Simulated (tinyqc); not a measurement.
# Uniformly doped HEMT, charge control: effect of the temperature

A two-dimensional electron gas of density ns under a barrier. EF and the subbands are counted from the conduction-band edge of the channel at the interface. Two subbands of a triangular well with an infinite wall, parabolic band, no carriers in the barrier.

Fully depleted barrier with eb = ebr: Vp = q ND (d - ds)^2/(2 eps0 eb); donors per area ND (d - ds); Voff = phiB - dEc - Vp. F = q (eta ns + Nb)/(eps0 ec) in eV/nm; E_k = a_k (C F^2/me)^(1/3), a_0 = 2.338107, a_1 = 4.087949, C = hbar^2/(2 m0); D = me m0 q/(pi hbar^2); ns = D Vt [ln(1 + exp((EF - E_0)/Vt)) + ln(1 + exp((EF - E_1)/Vt))], which gives EF = E_0 + Vt ln{2 s/[(1 + u) + sqrt((1 + u)^2 + 4 u s)]} with s = exp(ns/(D Vt)) - 1, u = exp((E_0 - E_1)/Vt). Charge control: ns + Nb = eps0 eb (Vg - Voff - EF)/(q d). Gate capacitance C = q dns/dVg = eps0 eb/(d + dd), dd = (eps0 eb/q) dEF/dns.

Inputs (values chosen for the exercise); material values close to those of InAlAs on In0.53Ga0.47As:

| symbol | value | unit | meaning |
|---|---|---|---|
| d | 32 | nm | barrier thickness from gate to channel |
| ds | 2.6 | nm | undoped spacer next to the channel |
| me | 0.0414 | m0 | electron mass in the channel |
| ec | 14 |  | relative permittivity of the channel |
| ebr | 12.7 |  | relative permittivity of the barrier |
| phiB | 0.683 | eV | barrier height of the gate |
| dEc | 0.498 | eV | conduction-band offset |
| ND | 2.6e18 | cm^-3 | donor density of the doped part |
| eta | 0.5 |  | share of ns that counts in the confining field |
| Nb | 1.5e10 | cm^-2 | depletion charge of the buffer |
| Vg | 0 | V | gate voltage |

Constants: q = 1.602176634e-19 C, kB = 1.380649e-23 J/K, hbar = 1.054571817e-34 J s, m0 = 9.1093837015e-31 kg, Vt = kB T/q, eps0 = 8.8541878128e-14 F/cm where lengths are in cm, hbar^2/(2 m0) = 0.0380998212 eV nm^2. Results are converted to the units shown.

The same in every row: Voff (V) = -1.416.

Results:
```
T (K)  ns (cm^-2)  EF (eV)  EF - E_0 (eV)  second subband (%)  dd (nm)  C (uF/cm^2)  EF/dEc
20       2.492e12   0.2730         0.1268               12.03    5.756       0.2978  0.5481
77       2.492e12   0.2727         0.1265               12.21    5.793       0.2975  0.5477
220      2.499e12   0.2698         0.1233               14.66    5.954       0.2963  0.5417
300      2.504e12   0.2673         0.1206               16.52    6.021       0.2958  0.5368
400      2.512e12   0.2637         0.1167               18.87    6.115       0.2950  0.5295
500      2.522e12   0.2593         0.1120               21.08    6.234       0.2941  0.5208
```

Estimate the missing row, T = 150 K.

Computed row:
```
T (K)  ns (cm^-2)  EF (eV)  EF - E_0 (eV)  second subband (%)  dd (nm)  C (uF/cm^2)  EF/dEc
150      2.495e12   0.2715         0.1252               13.21    5.886       0.2968  0.5452
```

With this row back in the table: As T goes from 20 to 500, ns rises from 2.49e12 to 2.52e12 cm^-2, EF falls from 0.273 to 0.259 eV and C falls from 0.298 to 0.294 uF/cm^2. Voff stays at -1.42 V. The second subband holds over 20 % for T = 500, where the higher subbands left out would add electrons. For T = 20, 77, 150, 220, 300, 400, 500 the band minimum in the barrier comes within 3 Vt of EF or below it, so the barrier is no longer depleted and takes electrons that the model puts in the channel. EF exceeds 0.2 eV for T = 20, 77, 150, 220, 300, 400, 500, where non-parabolicity matters for so light a mass.

Computed by the program tinyqc: `OMP_NUM_THREADS=1 python tinyqc.py 2180072 2180073 out.jsonl`, one thread of a shared Intel Xeon 2.30GHz, about 0.01 s for the whole run.
